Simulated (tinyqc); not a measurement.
Charge neutrality of a doped semiconductor with incomplete ionisation: one step, computed by the program tinyqc. Command: `OMP_NUM_THREADS=1 python tinyqc.py 3030177 3030178 out.jsonl dopant walk`. One thread of a shared host (Intel(R) Xeon(R) Processor @ 2.30GHz), about 0.07 s of CPU time with the checks.

Energies are counted from the top of the valence band; E_D is measured down from the conduction band and E_A up from the valence band.

Question. Gap and effective densities of states. E_g = E_g0 - alpha T^2/(T + beta). N_c = 2 M_c (2 pi m_e k_B T/h^2)^(3/2) and N_v = 2 (2 pi m_h k_B T/h^2)^(3/2), masses in units of m_0. n_i = sqrt(N_c N_v) exp(-E_g/(2 k_B T)); E_i = E_g/2 + (k_B T/2) ln(N_v/N_c).

Inputs (values chosen for the exercise, for a model semiconductor):

| quantity | value | unit |
|---|---|---|
| gap at 0 K E_g0 | 3.94 | eV |
| Varshni alpha | 0.000415 | eV/K |
| Varshni beta | 494 | K |
| electron mass m_e | 0.3 | m_0 |
| valleys M_c | 1 | - |
| hole mass m_h | 0.635 | m_0 |
| temperature T | 350 | K |

Doping: n-type, compensated. Statistics of the bands: Fermi-Dirac.

Constants: m_0 = 9.1093837015e-31 kg; k_B = 1.380649e-23 J/K; h = 6.62607015e-34 J s; k_B = 8.617333262e-05 eV/K.

Give: gap E_g; N_c; N_v; k_B T; intrinsic density n_i; intrinsic level E_i.

Answer.

gap E_g = 3.8798 eV

N_c = 5.1961e+18 cm^-3

N_v = 1.6001e+19 cm^-3

k_B T = 0.030161 eV

intrinsic density n_i = 1.0637e-09 cm^-3

intrinsic level E_i = 1.9568 eV
